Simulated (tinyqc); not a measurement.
Grain-boundary diffusion: Harrison regimes, Fisher and Le Claire analysis, Hart average. Changing the time t. Computed by tinyqc, a small Python program. Command: `OMP_NUM_THREADS=1 python tinyqc.py 3023001 3023002 out.jsonl gbdiff sweep`. One thread of a shared host (Intel(R) Xeon(R) Processor @ 2.30GHz), about 0.01 s of CPU time with the checks.

A boundary is a slab of width delta with diffusivity D_b, normal to a surface held at constant concentration; it leaks into grains of diffusivity D.

Inputs (values chosen for the exercise, for a model polycrystal): lattice prefactor D0 = 9.1e-05 m^2/s; lattice activation energy E = 2.32 eV; boundary prefactor D0b = 3.8e-05 m^2/s; boundary activation energy E_b = 1.43 eV; boundary width delta = 0.61 nm; segregation factor s = 3; grain size d = 4 um; temperature T = 943 K.

Constants: k_B = 8.617333262e-05 eV/K.

Method:
- D = D0 exp(-E/(k_B T)), D_b = D0b exp(-E_b/(k_B T)).
- Triple product P = s delta D_b.
- l = sqrt(D t); P = s delta D_b; alpha = s delta/(2 l); beta = P/(2 D l). Regime A if l > 3 d, C if alpha > 1, B if alpha < 0.1, l < d/4 and beta > 10, otherwise a transition.
- Fisher: the mean concentration falls as exp(-y/y_F), y_F = sqrt(P) (pi t/(4 D))^(1/4), with the boundary equation P d2c/dy2 = 2 c sqrt(D/(pi t)). Le Claire (from the Whipple solution): ln c falls as -(y/y_L)^(6/5) with P = 1.322 sqrt(D/t) y_L^2.

One run for each value:
```
time t (s)  Le Claire depth y_L (um)  lattice diffusion length l (um)       beta      alpha
1.00e+01                        0.79                        1.905e-02  1.145e+03  4.802e-02
1.00e+02                        1.41                        6.026e-02  3.620e+02  1.519e-02
1.00e+03                        2.51                        1.905e-01  1.145e+02  4.802e-03
1.00e+04                        4.46                        6.026e-01  3.620e+01  1.519e-03
1.00e+05                        7.93                        1.905e+00  1.145e+01  4.802e-04
1.00e+06                       14.10                        6.026e+00  3.620e+00  1.519e-04
1.00e+07                       25.08                        1.905e+01  1.145e+00  4.802e-05
```

What does the table show, and why?

Over the rows, Le Claire depth y_L (um) rises from 0.793 to 25.1 (exponent d ln y / d ln x about 0.25 throughout); lattice diffusion length l (um) rises from 0.0191 to 19.1 (exponent d ln y / d ln x about 0.50 throughout); beta falls from 1140 to 1.14 (exponent d ln y / d ln x about -0.50 throughout). The exponent of Le Claire depth y_L stays at 0.25: the Le Claire depth goes as (t/D)^(1/4) at fixed P. The exponent of beta stays at -0.50: beta = P/(2 D sqrt(D t)).

Caution (rows 100000, 1.00e6, 1.00e7): the Fisher and Le Claire forms need regime B with beta above 10.
